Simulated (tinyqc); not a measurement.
# Hole mobility in a silicon inversion layer, empirical terms and Matthiessen rule: several studies

Inversion layer of sheet density Ns on a uniformly doped body. The mobility terms are empirical power laws with prefactors chosen for the exercise; adding their inverses (Matthiessen) is itself an approximation.

Inputs (values chosen for the exercise); material values close to those of silicon:
```
symbol,value,unit,meaning
T,325,K,temperature
Eg,1.13,eV,band gap
eps_r,11.5,,relative permittivity of the semiconductor
Nc,3.12e19,cm^-3,conduction-band density of states at T
Nv,2.98e19,cm^-3,valence-band density of states at T
Nb,1.9e18,cm^-3,body doping
Vsb,0,V,reverse body bias
eta,0.3333,,weight of the inversion charge in the effective field
Ap,126,cm^2/(V s),phonon-limited mobility at 1 MV/cm and 300 K
As,407,cm^2/(V s),roughness-limited mobility at 1 MV/cm
gs,1,,exponent of the roughness term
Ac,1400,cm^2/(V s),Coulomb prefactor
Nit,4.2e10,cm^-2,charge at the interface
Ns,3.6e12,cm^-2,inversion density
```

Constants: q = 1.602176634e-19 C, kB = 1.380649e-23 J/K, Vt = kB T/q, eps0 = 8.8541878128e-14 F/cm where lengths are in cm. Results are converted to the units shown.

Each table varies one quantity; the others keep the values above.

## Universality: two dopings at the same effective field

ni = sqrt(Nc Nv) exp(-Eg/(2 Vt)), Eg in volts; Ndep = sqrt(2 eps0 eps_r Nb (2 Vt ln(Nb/ni) + Vsb)/q); E = q (Ndep + eta Ns)/(eps0 eps_r), in MV/cm. With t = T/(300 K): muC = Ac (Ns/1e12 cm^-2) t/(Nb/1e17 cm^-3 + Nit/1e11 cm^-2), muP = Ap E^(-1/3) t^(-1.75), muS = As E^(-gs); 1/mu is the sum of the inverses. For each E, Ns is chosen to give that field on bodies with Nb = 2e17 and 1.9e18 cm^-3; the last column leaves out muC.

Result of one run:
columns A: E (MV/cm); B: Ns, light body (cm^-2); C: mu, light (cm^2/(V s)); D: Ns, heavy body (cm^-2); E: mu, heavy (cm^2/(V s)); F: without muC (cm^2/(V s))
```
A            B      C         D      E      F
1.17  1.790e13  79.46  7.754e12  70.69  80.03
```

What becomes of these results when the effective field E is changed from 1.17 to 1.49 MV/cm, all else the same?

Result of the changed run:
columns A: E (MV/cm); B: Ns, light body (cm^-2); C: mu, light (cm^2/(V s)); D: Ns, heavy body (cm^-2); E: mu, heavy (cm^2/(V s)); F: without muC (cm^2/(V s))
```
A            B      C         D      E      F
1.49  2.400e13  70.65  1.386e13  66.61  70.98
```

The whole series:
columns A: E (MV/cm); B: Ns, light body (cm^-2); C: mu, light (cm^2/(V s)); D: Ns, heavy body (cm^-2); E: mu, heavy (cm^2/(V s)); F: without muC (cm^2/(V s))
```
A             B      C         D      E      F
0.809  1.102e13  93.99  8.705e11  39.68  95.29
0.915  1.304e13  89.02  2.892e12  64.35  90.00
1.03   1.523e13  84.35  5.085e12  70.08  85.10
1.17   1.790e13  79.46  7.754e12  70.69  80.03
1.32   2.076e13  74.99  1.061e13  69.13  75.42
1.49   2.400e13  70.65  1.386e13  66.61  70.98
1.69   2.782e13  66.29  1.767e13  63.48  66.55
1.91   3.201e13  62.23  2.186e13  60.22  62.42
```

The heavily doped body has 0.422 of the mobility of the light one in the first row and 0.968 in the last; there they lie 3.5 % below and 0.31 % below the curve without Coulomb scattering, which depends on E alone. The heavy body leaves that curve at low E because its field comes mostly from depletion charge and few carriers screen.

## Effect of the inversion density

Same model as above.

Result of one run:
```
Ns (cm^-2)  E (MV/cm)  muC (cm^2/(V s))  muP (cm^2/(V s))  muS (cm^2/(V s))  mu (cm^2/(V s))
1.1e13          1.340             859.1             99.34             303.7            68.86
```

What becomes of these results when the inversion density Ns is changed from 1.1e13 to 3.6e11 cm^-2, all else the same?

Result of the changed run:
```
Ns (cm^-2)  E (MV/cm)  muC (cm^2/(V s))  muP (cm^2/(V s))  muS (cm^2/(V s))  mu (cm^2/(V s))
3.6e11         0.7822             28.12             118.9             520.3            21.79
```

The whole series:
```
Ns (cm^-2)  E (MV/cm)  muC (cm^2/(V s))  muP (cm^2/(V s))  muS (cm^2/(V s))  mu (cm^2/(V s))
2e11           0.7738             15.62             119.3             526.0            13.46
3.6e11         0.7822             28.12             118.9             520.3            21.79
6.3e11         0.7964             49.20             118.2             511.1            32.53
1.1e12         0.8210             85.91             117.0             495.7            45.03
2e12           0.8682             156.2             114.8             468.8            57.99
3.6e12         0.9521             281.2             111.3             427.5            67.21
6.3e12          1.094             492.0             106.3             372.1            70.79
1.1e13          1.340             859.1             99.34             303.7            68.86
2e13            1.812              1562             89.84             224.6            61.64
```

As Ns goes from 2e11 to 2e13 cm^-2, E rises from 0.774 to 1.81 MV/cm and mu goes from 13.5 through a maximum of 70.8 (at Ns = 6.3e12 cm^-2 among the rows listed) to 61.6 cm^2/(V s). The smallest term is the Coulomb one in the first row and the phonon one in the last. Screening lifts the Coulomb term as Ns grows while the field presses the carriers to the interface, hence the maximum. At Ns = 2e13 cm^-2 E passes 1.5 MV/cm, beyond the usual range of such laws.

## Effect of the charge at the interface

Same model as above.

The same in every row: E (MV/cm) = 0.95215; muP (cm^2/(V s)) = 111.34; muS (cm^2/(V s)) = 427.46.

Results:
```
Nit (cm^-2)  muC (cm^2/(V s))  mu (cm^2/(V s))
1e10                   285.86           67.479
3.2e10                 282.61           67.296
1e11                   273.00           66.737
3.2e11                 245.95           64.989
3.2e12                 107.06           48.398
1e13                   45.882           30.197
```

Estimate the missing row, Nit = 1e12 cm^-2.

Computed row:
```
Nit (cm^-2)  muC (cm^2/(V s))  mu (cm^2/(V s))
1e12                   188.28           60.123
```

With this row back in the table: As Nit goes from 1e10 to 1e13 cm^-2, E stays at 0.952 MV/cm and mu falls from 67.5 to 30.2 cm^2/(V s). The smallest term is the phonon one in the first row and the Coulomb one in the last.

Computed by the program tinyqc: `OMP_NUM_THREADS=1 python tinyqc.py 2510168 2510169 out.jsonl`, one thread of a shared Intel Xeon 2.30GHz, about 0.01 s for the whole run.
